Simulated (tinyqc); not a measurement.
Anneal temperature: kinetics of strain relaxation and threading dislocations in mismatched semiconductor layers. Computed by tinyqc, a small Python program. Command: `OMP_NUM_THREADS=1 python tinyqc.py 3004790 3004791 out.jsonl threading walk`. One thread of a shared host (Intel(R) Xeon(R) Processor @ 2.30GHz), about 0.01 s of CPU time with the checks.

60-degree dislocations on {111} planes of a (001) layer, isotropic elasticity. The Schmid factor is 1/sqrt(6), and a misfit segment relieves strain with b/2.

Inputs (values chosen for the exercise, modelled on Si(0.7)Ge(0.3) on Si):

| quantity | value | unit |
|---|---|---|
| misfit f | 0.0122 | - |
| shear modulus G | 59.8 | GPa |
| Poisson ratio nu | 0.27 | - |
| Burgers vector b | 3.89 | angstrom |
| glide activation energy Q | 2.04 | eV |
| velocity prefactor v0 | 22000 | m/s per MPa |
| layer thickness h | 53 | nm |
| anneal temperature T | 697 | K |
| anneal time t | 1200 | s |
| initial thread density rho_0 | 2.5e+07 | 1/cm^2 |
| multiplication constant delta | 4500 | 1/m |

Sources: multiplication.

Constants: k_B = 8.617333262e-05 eV/K.

Method:
- Excess resolved stress tau = (1/sqrt 6) [2 G (1 + nu)/(1 - nu)] (e - e_eq), e_eq = b (1 - nu/4) [ln(h/b) + 1]/(4 pi (1 + nu) h), the Matthews-Blakeslee strain of an uncapped layer; glide velocity v = v0 tau exp(-Q/(k_B T)), tau in MPa.
- Threads run in two directions, so de/dt = -(b/4) rho v, and they multiply as d rho/dt = delta rho v. With x = e - e_eq, x0 = f - e_eq (fully strained at t = 0) and v = m S x (m the mobility, S x = tau): rho = rho_0 + (4 delta/b)(x0 - x), so dx/dt = -k x (a - x), k = delta m S, a = x0 + b rho_0/(4 delta): a logistic law, x = a/[1 + (a/x0 - 1) exp(k a t)].
- The half time is that at which x = x0/2.

half time = 5919.66 s

excess stress tau = 820.868 MPa

equilibrium strain e_eq = 0.00253644

After the time t:

| T (K) | first velocity (micrometre/s) | relieved (%) | threads (1/cm^2) | half time (s) |
|---|---|---|---|---|
| 640 | 1.5574e-03 | 0.471 | 2.5211e+07 | 1.2190e+05 |
| 662 | 5.3243e-03 | 1.617 | 2.5723e+07 | 3.5658e+04 |
| 687 | 1.9562e-02 | 6.033 | 2.7698e+07 | 9.7052e+03 |
| 707 | 5.1852e-02 | 16.407 | 3.2337e+07 | 3.6615e+03 |
| 731 | 1.5567e-01 | 49.270 | 4.7031e+07 | 1.2196e+03 |
| 747 | 3.1149e-01 | 82.076 | 6.1701e+07 | 6.0950e+02 |
| 770 | 8.0271e-01 | 99.677 | 6.9571e+07 | 2.3652e+02 |
| 806 | 3.1691e+00 | 100.000 | 6.9716e+07 | 5.9909e+01 |

What does the comparison show, and why?

The half time follows exp(Q/(k_B T)), a decade for each 52 K near 731 K. Relief goes from 16 % at 707 K to 82.1 % at 747 K: multiplication raises the thread density by a factor 2.79 in the hottest row. Caution: rows with more than 50 % relieved leave out blocking by crossing misfit lines, which slows real layers.

Extremes, crossings and ranges named in words are read from the listed rows.
